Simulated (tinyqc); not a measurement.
A periodic Ge profile (wiggle well): inter-valley coupling by envelope functions against a chain of atomic planes.

Chain: E(phi) = e0 + 2 v cos(phi) + 2 u cos(2 phi), cos(phi0) = -v/(4u), e0 = 2u + v^2/(4u); plane j = 0, 1, ... has the potential V_j = dE x_j + F (j - 30) a/4 (1 MV/m = 1e-4 V/angstrom). There are 30 barrier planes a side; with y = j - 29.5, x_j = xb (f(y) + f(Nw - y)), f(y) = 1/(1 + exp(y/L)), plus any Ge added in the well. The valley splitting is the spacing of the two lowest levels. Envelope theory: F_j solves a one-valley chain with hopping -b and diagonal 2b + V_j, b = 4u sin^2(phi0), sum F_j^2 = 1; the valleys couple by Dv = sum_j F_j^2 V_j exp(-2 i phi0 j) and split by 2|Dv|.

Parameters, chosen for this exercise (near those of the Delta valleys of silicon in a SiGe well; not measured data): a = 5.431 angstrom (lattice constant; planes lie a/4 apart); u = 0.616 eV (second-neighbour hopping); v = 0.653 eV (nearest hopping); Nw = 44 (planes in the well); L = 0.75 planes (interface width); xb = 0.33 (Ge fraction of the barriers); dE = 0.61 eV (offset per unit Ge fraction); F = 2 MV/m (field); xw = 0.005 (mean Ge fraction of the wiggle).

periods (planes): pi/phi0 1.70830, pi/(pi - phi0) 2.41183

Added fraction xw (1 - cos(2 pi (j - 30)/p)) on the well planes; p = f times the resonant period pi/(pi - phi0). At resonance the estimate is dE xw.

Against period:

| f | p (planes) | mean of the doublet (meV) | splitting, chain (micro-eV) | envelope |
|---|---|---|---|---|
| 0.90 | 2.1706 | 17.67 | 108 | 113 |
| 0.95 | 2.2912 | 17.64 | 1309 | 1355 |
| 0.98 | 2.3636 | 17.67 | 2662 | 2692 |
| 0.99 | 2.3877 | 17.68 | 2922 | 2935 |
| 1.00 | 2.4118 | 17.69 | 3023 | 3018 |
| 1.01 | 2.4359 | 17.69 | 2958 | 2938 |
| 1.02 | 2.4601 | 17.68 | 2753 | 2721 |
| 1.05 | 2.5324 | 17.64 | 1628 | 1584 |
| 1.10 | 2.6530 | 17.66 | 160 | 148 |
| 1.50 | 3.6177 | 17.69 | 16 | 14 |
| 3.00 | 7.2355 | 17.69 | 10 | 9 |

The splitting peaks at f = 1 with 3.02 meV, against the estimate dE xw = 3.05 meV, and is 0.88 and 0.91 of the value at f = 1 two per cent off to either side: the width of the resonance is set by the number of periods under the envelope. At f = 3 it is 10 micro-eV. The chain has one orbital a plane and knows only this resonance; longer periods that work through other bands are outside it.

tinyqc: `OMP_NUM_THREADS=1 python tinyqc.py 1452728 1452729 out.jsonl`; about 0.1 s, one thread, shared Intel(R) Xeon(R) Processor @ 2.30GHz.
